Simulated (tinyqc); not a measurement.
Inside a calculation (part 1 of 2). Method: ROHF in the sto-6g basis, for BeH, spin multiplicity 2. Computed by tinyqc, a small Python program that keeps every step (integrals from PySCF). Settings: charge = 0, multiplicity = 2, basis = sto-6g, energy threshold = 1e-09, iteration cap = 73, orthogonalisation = canonical, start = core, DIIS depth = 6, method = ROHF. Command: `OMP_NUM_THREADS=1 python tinyqc.py 30007 30008 out.jsonl` (the two numbers bound the seeds that draw the settings). One thread of a shared host (Intel(R) Xeon(R) Processor @ 2.60GHz), about 0.1 s of CPU time with the checks. Later iterations appear only in the table of the cycle.

## One-electron integrals

Geometry (angstrom):
```
atom         x         y         z
Be    0.000000  0.000000  0.000000
H     0.000000  0.000000  1.687000
```

Basis sto-6g: exponents (1/bohr^2) and contraction coefficients of normalised primitives:
```
element  l (shell)    exponent  coefficient
Be           s (1)  312.870494     0.009164
Be           s (1)   57.364463     0.049361
Be           s (1)   16.048509     0.168538
Be           s (1)    5.513096     0.370563
Be           s (1)    2.140897     0.416492
Be           s (1)    0.881739     0.130334
Be           s (2)   13.633247    -0.013253
Be           s (2)    2.698375    -0.046992
Be           s (2)    0.838653    -0.033785
Be           s (2)    0.322660     0.250242
Be           s (2)    0.140131     0.595117
Be           s (2)    0.064233     0.240706
Be           p (3)   13.633247     0.003760
Be           p (3)    2.698375     0.037679
Be           p (3)    0.838653     0.173897
Be           p (3)    0.322660     0.418036
Be           p (3)    0.140131     0.425860
Be           p (3)    0.064233     0.101708
H            s (1)   35.523221     0.009164
H            s (1)    6.513144     0.049361
H            s (1)    1.822143     0.168538
H            s (1)    0.625955     0.370563
H            s (1)    0.243077     0.416492
H            s (1)    0.100112     0.130334
```

Overlap, kinetic and nuclear-attraction integrals over the contracted functions; the nuclear repulsion is the sum of Za Zb / Rab.

nuclear repulsion = 1.25471775 hartree

overlap S, order 1Be 1s, 1Be 2s, 1Be 2px, 1Be 2py, 1Be 2pz, 2H 1s:
```
[[1.000000, 0.254764, 0.000000, 0.000000, 0.000000, 0.033190],
 [0.254764, 1.000000, 0.000000, 0.000000, 0.000000, 0.330219],
 [0.000000, 0.000000, 1.000000, 0.000000, 0.000000, 0.000000],
 [0.000000, 0.000000, 0.000000, 1.000000, 0.000000, 0.000000],
 [0.000000, 0.000000, 0.000000, 0.000000, 1.000000, 0.413939],
 [0.033190, 0.330219, 0.000000, 0.000000, 0.413939, 1.000000]]
```

kinetic energy T (hartree), order 1Be 1s, 1Be 2s, 1Be 2px, 1Be 2py, 1Be 2pz, 2H 1s:
```
[[6.768753, -0.207382, 0.000000, 0.000000, 0.000000, -0.010683],
 [-0.207382, 0.220121, 0.000000, 0.000000, 0.000000, 0.026780],
 [0.000000, 0.000000, 0.661265, 0.000000, 0.000000, 0.000000],
 [0.000000, 0.000000, 0.000000, 0.661265, 0.000000, 0.000000],
 [0.000000, 0.000000, 0.000000, 0.000000, 0.661265, 0.097676],
 [-0.010683, 0.026780, 0.000000, 0.000000, 0.097676, 0.768522]]
```

nuclear attraction V (hartree), order 1Be 1s, 1Be 2s, 1Be 2px, 1Be 2py, 1Be 2pz, 2H 1s:
```
[[-15.028471, -1.730648, 0.000000, 0.000000, -0.011960, -0.245191],
 [-1.730648, -2.606304, 0.000000, 0.000000, -0.110039, -0.794401],
 [0.000000, 0.000000, -2.579635, 0.000000, 0.000000, 0.000000],
 [0.000000, 0.000000, 0.000000, -2.579635, 0.000000, 0.000000],
 [-0.011960, -0.110039, 0.000000, 0.000000, -2.659346, -0.981289],
 [-0.245191, -0.794401, 0.000000, 0.000000, -0.981289, -2.491992]]
```

core Hamiltonian H = T + V (hartree), order 1Be 1s, 1Be 2s, 1Be 2px, 1Be 2py, 1Be 2pz, 2H 1s:
```
[[-8.259718, -1.938030, 0.000000, 0.000000, -0.011960, -0.255874],
 [-1.938030, -2.386183, 0.000000, 0.000000, -0.110039, -0.767621],
 [0.000000, 0.000000, -1.918370, 0.000000, 0.000000, 0.000000],
 [0.000000, 0.000000, 0.000000, -1.918370, 0.000000, 0.000000],
 [-0.011960, -0.110039, 0.000000, 0.000000, -1.998080, -0.883614],
 [-0.255874, -0.767621, 0.000000, 0.000000, -0.883614, -1.723470]]
```

## Two-electron integrals

Functions are numbered as in S; the eight-fold symmetry (ij|kl) = (ji|kl) = (kl|ij) leaves the list below.

Two-electron integrals (ij|kl) in chemists' order, unique and non-zero (hartree):
```
(11|11) 2.299996   (21|11) 0.361879   (21|21) 0.071926   (22|11) 0.570332
(22|21) 0.139654   (22|22) 0.417773   (31|31) 0.015252   (32|31) 0.022555
(32|32) 0.092340   (33|11) 0.570332   (33|21) 0.139654   (33|22) 0.417773
(33|33) 0.450117   (41|41) 0.015252   (42|41) 0.022555   (42|42) 0.092340
(43|43) 0.024258   (44|11) 0.570332   (44|21) 0.139654   (44|22) 0.417773
(44|33) 0.401601   (44|44) 0.450117   (51|51) 0.015252   (52|51) 0.022555
(52|52) 0.092340   (53|53) 0.024258   (54|54) 0.024258   (55|11) 0.570332
(55|21) 0.139654   (55|22) 0.417773   (55|33) 0.401601   (55|44) 0.401601
(55|55) 0.450117   (61|11) 0.047990   (61|21) 0.009286   (61|22) 0.018041
(61|33) 0.017892   (61|44) 0.017892   (61|51) 0.000925   (61|52) 0.001821
(61|55) 0.018339   (61|61) 0.001269   (62|11) 0.141342   (62|21) 0.035314
(62|22) 0.118288   (62|33) 0.113551   (62|44) 0.113551   (62|51) 0.004849
(62|52) 0.030780   (62|55) 0.127762   (62|61) 0.005083   (62|62) 0.054269
(63|31) 0.003041   (63|32) 0.014673   (63|53) 0.005037   (63|63) 0.004356
(64|41) 0.003041   (64|42) 0.014673   (64|54) 0.005037   (64|64) 0.004356
(65|11) 0.161278   (65|21) 0.040730   (65|22) 0.142115   (65|33) 0.133844
(65|44) 0.133844   (65|51) 0.007744   (65|52) 0.047734   (65|55) 0.158659
(65|61) 0.006101   (65|62) 0.073609   (65|65) 0.102145   (66|11) 0.312989
(66|21) 0.079613   (66|22) 0.298827   (66|33) 0.278234   (66|44) 0.278234
(66|51) 0.011629   (66|52) 0.098214   (66|55) 0.340013   (66|61) 0.011719
(66|62) 0.181803   (66|65) 0.259935   (66|66) 0.774999
```

## Orthogonalisation

S = U s U^T; canonical form X = U s^(-1/2), so that X^T S X = 1. Each column of U has its largest component positive (the first on a tie).

eigenvalues of S: [0.453203, 0.800176, 1.000000, 1.000000, 1.179462, 1.567159]

X, order 1Be 1s, 1Be 2s, 1Be 2px, 1Be 2py, 1Be 2pz, 2H 1s:
```
[[0.282726, 0.771309, 0.000000, 0.000000, 0.594642, 0.212368],
 [-0.737485, -0.572589, 0.000000, 0.000000, 0.446998, 0.403775],
 [0.000000, 0.000000, -0.506326, 0.862342, 0.000000, 0.000000],
 [0.000000, 0.000000, 0.862342, 0.506326, 0.000000, 0.000000],
 [-0.759335, 0.514935, 0.000000, 0.000000, -0.497847, 0.386564],
 [1.003051, -0.248578, 0.000000, 0.000000, -0.215840, 0.529652]]
```

Within a degenerate level the vectors are fixed only up to a rotation; this is one choice.

## Starting guess

The start is the orbitals of the core Hamiltonian; D(s) = C_occ C_occ^T for each spin.

D(alpha) at the start, order 1Be 1s, 1Be 2s, 1Be 2px, 1Be 2py, 1Be 2pz, 2H 1s:
```
[[1.050104, -0.185694, 0.000000, 0.000000, -0.112394, 0.002594],
 [-0.185694, 0.672599, 0.000000, 0.000000, 0.482530, 0.019430],
 [0.000000, 0.000000, 0.999987, -0.003667, 0.000000, 0.000000],
 [0.000000, 0.000000, -0.003667, 0.000013, 0.000000, 0.000000],
 [-0.112394, 0.482530, 0.000000, 0.000000, 0.346606, 0.014105],
 [0.002594, 0.019430, 0.000000, 0.000000, 0.014105, 0.000625]]
```

D(beta) at the start, order 1Be 1s, 1Be 2s, 1Be 2px, 1Be 2py, 1Be 2pz, 2H 1s:
```
[[1.050104, -0.185694, 0.000000, 0.000000, -0.112394, 0.002594],
 [-0.185694, 0.672599, 0.000000, 0.000000, 0.482530, 0.019430],
 [0.000000, 0.000000, 0.000000, 0.000000, 0.000000, 0.000000],
 [0.000000, 0.000000, 0.000000, 0.000000, 0.000000, 0.000000],
 [-0.112394, 0.482530, 0.000000, 0.000000, 0.346606, 0.014105],
 [0.002594, 0.019430, 0.000000, 0.000000, 0.014105, 0.000625]]
```

## Iteration 1: building the Fock matrix

J_ij = sum D_kl (ij|kl) with D = D(alpha) + D(beta), K_ij = sum D_kl (ik|jl) for each spin; F = H + J - K(s); E = tr D H + tr D J / 2 - 0.5 sum_s tr D(s) K(s) + E_nn.

Coulomb J (hartree), order 1Be 1s, 1Be 2s, 1Be 2px, 1Be 2py, 1Be 2pz, 2H 1s:
```
[[6.315551, 1.136161, 0.000000, 0.000000, 0.037514, 0.152631],
 [1.136161, 2.381223, 0.000000, 0.000000, 0.173313, 0.697734],
 [0.000000, 0.000000, 2.401494, -0.000178, 0.000000, 0.000000],
 [0.000000, 0.000000, -0.000178, 2.352979, 0.000000, 0.000000],
 [0.037514, 0.173313, 0.000000, 0.000000, 2.389197, 0.843988],
 [0.152631, 0.697734, 0.000000, 0.000000, 0.843988, 1.728346]]
```

exchange K(alpha) (hartree), order 1Be 1s, 1Be 2s, 1Be 2px, 1Be 2py, 1Be 2pz, 2H 1s:
```
[[2.350389, 0.386575, 0.000000, 0.000000, 0.014074, 0.058382],
 [0.386575, 0.434686, 0.000000, 0.000000, 0.233912, 0.198883],
 [0.000000, 0.000000, 0.528996, -0.001562, 0.000000, 0.000000],
 [0.000000, 0.000000, -0.001562, 0.103149, 0.000000, 0.000000],
 [0.014074, 0.233912, 0.000000, 0.000000, 0.256453, 0.171998],
 [0.058382, 0.198883, 0.000000, 0.000000, 0.171998, 0.160314]]
```

exchange K(beta) (hartree), order 1Be 1s, 1Be 2s, 1Be 2px, 1Be 2py, 1Be 2pz, 2H 1s:
```
[[2.335138, 0.364021, 0.000000, 0.000000, 0.014074, 0.055341],
 [0.364021, 0.342346, 0.000000, 0.000000, 0.233912, 0.184210],
 [0.000000, 0.000000, 0.078886, 0.000000, 0.000000, 0.000000],
 [0.000000, 0.000000, 0.000000, 0.078886, 0.000000, 0.000000],
 [0.014074, 0.233912, 0.000000, 0.000000, 0.232195, 0.166961],
 [0.055341, 0.184210, 0.000000, 0.000000, 0.166961, 0.155958]]
```

F(alpha) (hartree), order 1Be 1s, 1Be 2s, 1Be 2px, 1Be 2py, 1Be 2pz, 2H 1s:
```
[[-4.294556, -1.188445, 0.000000, 0.000000, 0.011480, -0.161625],
 [-1.188445, -0.439646, 0.000000, 0.000000, -0.170638, -0.268770],
 [0.000000, 0.000000, -0.045872, 0.001384, 0.000000, 0.000000],
 [0.000000, 0.000000, 0.001384, 0.331460, 0.000000, 0.000000],
 [0.011480, -0.170638, 0.000000, 0.000000, 0.134664, -0.211623],
 [-0.161625, -0.268770, 0.000000, 0.000000, -0.211623, -0.155438]]
```

F(beta) (hartree), order 1Be 1s, 1Be 2s, 1Be 2px, 1Be 2py, 1Be 2pz, 2H 1s:
```
[[-4.279305, -1.165890, 0.000000, 0.000000, 0.011480, -0.158583],
 [-1.165890, -0.347307, 0.000000, 0.000000, -0.170638, -0.254097],
 [0.000000, 0.000000, 0.404238, -0.000178, 0.000000, 0.000000],
 [0.000000, 0.000000, -0.000178, 0.355724, 0.000000, 0.000000],
 [0.011480, -0.170638, 0.000000, 0.000000, 0.158922, -0.206586],
 [-0.158583, -0.254097, 0.000000, 0.000000, -0.206586, -0.151082]]
```

total energy of this density = -14.60191676 hartree

## Iteration 1: Roothaan effective Fock matrix

With projectors Pc = D(beta) S, Po = (D(alpha) - D(beta)) S, Pv = 1 - D(alpha) S, the block xy is Px^T F Py; with Fc = (F(alpha) + F(beta))/2, the blocks are Fc for cc, oo, vv and cv, F(beta) for co and F(alpha) for ov.

effective F (hartree), order 1Be 1s, 1Be 2s, 1Be 2px, 1Be 2py, 1Be 2pz, 2H 1s:
```
[[-4.286930, -1.177167, 0.000000, 0.000000, 0.011480, -0.160104],
 [-1.177167, -0.393476, 0.000000, 0.000000, -0.170638, -0.261433],
 [0.000000, 0.000000, 0.179183, 0.000603, 0.000000, 0.000000],
 [0.000000, 0.000000, 0.000603, 0.343592, 0.000000, 0.000000],
 [0.011480, -0.170638, 0.000000, 0.000000, 0.146793, -0.209105],
 [-0.160104, -0.261433, 0.000000, 0.000000, -0.209105, -0.153260]]
```

## Iteration 1: diagonalisation and new density

Diagonalise F' = X^T F X, C = X C', fill 3 alpha and 2 beta electrons from the bottom; D(s) = C_occ C_occ^T. Each column has its largest component positive (the first on a tie).

F' = X^T F X (hartree):
```
[[0.283121, -0.432318, 0.000000, 0.000000, -0.320810, -0.173211],
 [-0.432318, -1.459896, 0.000000, 0.000000, -1.960793, -0.766701],
 [0.000000, 0.000000, 0.300917, 0.072079, 0.000000, 0.000000],
 [0.000000, 0.000000, 0.072079, 0.221858, 0.000000, 0.000000],
 [-0.320810, -1.960793, 0.000000, 0.000000, -2.075266, -1.020871],
 [-0.173211, -0.766701, 0.000000, 0.000000, -1.020871, -0.765279]]
```

orbital energies (hartree): [-4.288785, -0.308705, 0.156596, 0.179181, 0.343594, 0.423574]

coefficients C, order 1Be 1s, 1Be 2s, 1Be 2px, 1Be 2py, 1Be 2pz, 2H 1s:
```
[[0.994240, -0.169060, -0.234258, 0.000000, 0.000000, -0.039717],
 [0.021934, 0.540271, 0.931623, 0.000000, 0.000000, 0.272560],
 [0.000000, 0.000000, 0.000000, 0.999993, 0.003667, 0.000000],
 [0.000000, 0.000000, 0.000000, -0.003667, 0.999993, 0.000000],
 [-0.001240, 0.305013, -0.266877, 0.000000, 0.000000, 1.036712],
 [-0.001385, 0.550926, -0.580607, 0.000000, 0.000000, -0.868559]]
```

D(alpha) after iteration 1, order 1Be 1s, 1Be 2s, 1Be 2px, 1Be 2py, 1Be 2pz, 2H 1s:
```
[[1.071972, -0.287771, 0.000000, 0.000000, 0.009719, 0.041495],
 [-0.287771, 1.160295, 0.000000, 0.000000, -0.083866, -0.243288],
 [0.000000, 0.000000, 0.000000, 0.000000, 0.000000, 0.000000],
 [0.000000, 0.000000, 0.000000, 0.000000, 0.000000, 0.000000],
 [0.009719, -0.083866, 0.000000, 0.000000, 0.164258, 0.322992],
 [0.041495, -0.243288, 0.000000, 0.000000, 0.322992, 0.640626]]
```

D(beta) after iteration 1, order 1Be 1s, 1Be 2s, 1Be 2px, 1Be 2py, 1Be 2pz, 2H 1s:
```
[[1.017095, -0.069531, 0.000000, 0.000000, -0.052799, -0.094517],
 [-0.069531, 0.292374, 0.000000, 0.000000, 0.164763, 0.297619],
 [0.000000, 0.000000, 0.000000, 0.000000, 0.000000, 0.000000],
 [0.000000, 0.000000, 0.000000, 0.000000, 0.000000, 0.000000],
 [-0.052799, 0.164763, 0.000000, 0.000000, 0.093035, 0.168041],
 [-0.094517, 0.297619, 0.000000, 0.000000, 0.168041, 0.303521]]
```

## Iteration 2: building the Fock matrix

As before.

Coulomb J (hartree), order 1Be 1s, 1Be 2s, 1Be 2px, 1Be 2py, 1Be 2pz, 2H 1s:
```
[[5.985654, 1.061413, 0.000000, 0.000000, 0.021349, 0.142233],
 [1.061413, 2.238684, 0.000000, 0.000000, 0.155754, 0.728601],
 [0.000000, 0.000000, 2.206460, 0.000000, 0.000000, 0.000000],
 [0.000000, 0.000000, 0.000000, 2.206460, 0.000000, 0.000000],
 [0.021349, 0.155754, 0.000000, 0.000000, 2.303138, 0.915221],
 [0.142233, 0.728601, 0.000000, 0.000000, 0.915221, 2.138930]]
```

exchange K(alpha) (hartree), order 1Be 1s, 1Be 2s, 1Be 2px, 1Be 2py, 1Be 2pz, 2H 1s:
```
[[2.344090, 0.367526, 0.000000, 0.000000, 0.000799, 0.053767],
 [0.367526, 0.496659, 0.000000, 0.000000, 0.022463, 0.215179],
 [0.000000, 0.000000, 0.113651, 0.000000, 0.000000, 0.000000],
 [0.000000, 0.000000, 0.000000, 0.113651, 0.000000, 0.000000],
 [0.000799, 0.022463, 0.000000, 0.000000, 0.329789, 0.314650],
 [0.053767, 0.215179, 0.000000, 0.000000, 0.314650, 0.642863]]
```

exchange K(beta) (hartree), order 1Be 1s, 1Be 2s, 1Be 2px, 1Be 2py, 1Be 2pz, 2H 1s:
```
[[2.308591, 0.370645, 0.000000, 0.000000, -0.000624, 0.050369],
 [0.370645, 0.275023, 0.000000, 0.000000, 0.174464, 0.252137],
 [0.000000, 0.000000, 0.052804, 0.000000, 0.000000, 0.000000],
 [0.000000, 0.000000, 0.000000, 0.052804, 0.000000, 0.000000],
 [-0.000624, 0.174464, 0.000000, 0.000000, 0.192525, 0.254433],
 [0.050369, 0.252137, 0.000000, 0.000000, 0.254433, 0.478154]]
```

F(alpha) (hartree), order 1Be 1s, 1Be 2s, 1Be 2px, 1Be 2py, 1Be 2pz, 2H 1s:
```
[[-4.618153, -1.244143, 0.000000, 0.000000, 0.008589, -0.167407],
 [-1.244143, -0.644157, 0.000000, 0.000000, 0.023253, -0.254199],
 [0.000000, 0.000000, 0.174439, 0.000000, 0.000000, 0.000000],
 [0.000000, 0.000000, 0.000000, 0.174439, 0.000000, 0.000000],
 [0.008589, 0.023253, 0.000000, 0.000000, -0.024732, -0.283042],
 [-0.167407, -0.254199, 0.000000, 0.000000, -0.283042, -0.227403]]
```

F(beta) (hartree), order 1Be 1s, 1Be 2s, 1Be 2px, 1Be 2py, 1Be 2pz, 2H 1s:
```
[[-4.582654, -1.247262, 0.000000, 0.000000, 0.010012, -0.164009],
 [-1.247262, -0.422522, 0.000000, 0.000000, -0.128749, -0.291157],
 [0.000000, 0.000000, 0.235286, 0.000000, 0.000000, 0.000000],
 [0.000000, 0.000000, 0.000000, 0.235286, 0.000000, 0.000000],
 [0.010012, -0.128749, 0.000000, 0.000000, 0.112533, -0.222825],
 [-0.164009, -0.291157, 0.000000, 0.000000, -0.222825, -0.062695]]
```

total energy of this density = -14.99896651 hartree

## Iteration 2: Roothaan effective Fock matrix

As before.

effective F (hartree), order 1Be 1s, 1Be 2s, 1Be 2px, 1Be 2py, 1Be 2pz, 2H 1s:
```
[[-4.600288, -1.248115, 0.000000, 0.000000, 0.010991, -0.164268],
 [-1.248115, -0.534225, 0.000000, 0.000000, -0.047541, -0.274398],
 [0.000000, 0.000000, 0.204862, 0.000000, 0.000000, 0.000000],
 [0.000000, 0.000000, 0.000000, 0.204862, 0.000000, 0.000000],
 [0.010991, -0.047541, 0.000000, 0.000000, 0.036627, -0.254266],
 [-0.164268, -0.274398, 0.000000, 0.000000, -0.254266, -0.142777]]
```

## Iteration 2: DIIS over 2 matrices

error matrix X^T (FDS - SDF) X:
```
[[0.000000, 0.104378, 0.000000, 0.000000, -0.098236, 0.016689],
 [-0.104378, 0.000000, 0.000000, 0.000000, 0.000248, 0.021622],
 [0.000000, 0.000000, 0.000000, 0.000000, 0.000000, 0.000000],
 [0.000000, 0.000000, 0.000000, 0.000000, 0.000000, 0.000000],
 [0.098236, -0.000248, 0.000000, 0.000000, 0.000000, -0.019723],
 [-0.016689, -0.021622, 0.000000, 0.000000, 0.019723, 0.000000]]
```

B (overlaps of the stored error matrices):
```
[[7.3303358e-01, 1.9937919e-02],
 [1.9937919e-02, 4.3360131e-02]]
```

Minimise |sum c_i e_i|^2 with sum c_i = 1: solve [B -1; -1 0][c; lambda] = [0; -1] with B_ij = tr e_i^T e_j, and take F = sum c_i F_i.

DIIS coefficients: [0.031801, 0.968199]

extrapolated F (hartree), order 1Be 1s, 1Be 2s, 1Be 2px, 1Be 2py, 1Be 2pz, 2H 1s:
```
[[-4.590323, -1.245859, 0.000000, 0.000000, 0.011007, -0.164135],
 [-1.245859, -0.529749, 0.000000, 0.000000, -0.051455, -0.273985],
 [0.000000, 0.000000, 0.204046, 0.000019, 0.000000, 0.000000],
 [0.000000, 0.000000, 0.000019, 0.209274, 0.000000, 0.000000],
 [0.011007, -0.051455, 0.000000, 0.000000, 0.040130, -0.252830],
 [-0.164135, -0.273985, 0.000000, 0.000000, -0.252830, -0.143111]]
```

## Iteration 2: diagonalisation and new density

As before.

F' = X^T F X (hartree):
```
[[0.378688, -0.488652, 0.000000, 0.000000, -0.339500, -0.182736],
 [-0.488652, -1.713539, 0.000000, 0.000000, -1.975470, -0.826384],
 [0.000000, 0.000000, 0.207917, 0.002292, 0.000000, 0.000000],
 [0.000000, 0.000000, 0.002292, 0.205403, 0.000000, 0.000000],
 [-0.339500, -1.975470, 0.000000, 0.000000, -2.330959, -1.078633],
 [-0.182736, -0.826384, 0.000000, 0.000000, -1.078633, -0.813104]]
```

orbital energies (hartree): [-4.591786, -0.336466, -0.047377, 0.204046, 0.209274, 0.496715]

coefficients C, order 1Be 1s, 1Be 2s, 1Be 2px, 1Be 2py, 1Be 2pz, 2H 1s:
```
[[0.994993, -0.186857, -0.196448, 0.000000, 0.000000, 0.100154],
 [0.019301, 0.619129, 0.769471, 0.000000, 0.000000, -0.508729],
 [0.000000, 0.000000, 0.000000, 0.999993, 0.003667, 0.000000],
 [0.000000, 0.000000, 0.000000, -0.003667, 0.999993, 0.000000],
 [-0.001343, 0.246366, -0.556255, 0.000000, 0.000000, -0.932155],
 [-0.002268, 0.518400, -0.387757, 0.000000, 0.000000, 0.987888]]
```

D(alpha) after iteration 2, order 1Be 1s, 1Be 2s, 1Be 2px, 1Be 2py, 1Be 2pz, 2H 1s:
```
[[1.063519, -0.247645, 0.000000, 0.000000, 0.061903, -0.022949],
 [-0.247645, 0.975778, 0.000000, 0.000000, -0.275515, 0.022545],
 [0.000000, 0.000000, 0.000000, 0.000000, 0.000000, 0.000000],
 [0.000000, 0.000000, 0.000000, 0.000000, 0.000000, 0.000000],
 [0.061903, -0.275515, 0.000000, 0.000000, 0.370117, 0.343411],
 [-0.022949, 0.022545, 0.000000, 0.000000, 0.343411, 0.419099]]
```

D(beta) after iteration 2, order 1Be 1s, 1Be 2s, 1Be 2px, 1Be 2py, 1Be 2pz, 2H 1s:
```
[[1.024927, -0.096484, 0.000000, 0.000000, -0.047372, -0.099123],
 [-0.096484, 0.383693, 0.000000, 0.000000, 0.152507, 0.320913],
 [0.000000, 0.000000, 0.000000, 0.000000, 0.000000, 0.000000],
 [0.000000, 0.000000, 0.000000, 0.000000, 0.000000, 0.000000],
 [-0.047372, 0.152507, 0.000000, 0.000000, 0.060698, 0.127719],
 [-0.099123, 0.320913, 0.000000, 0.000000, 0.127719, 0.268744]]
```
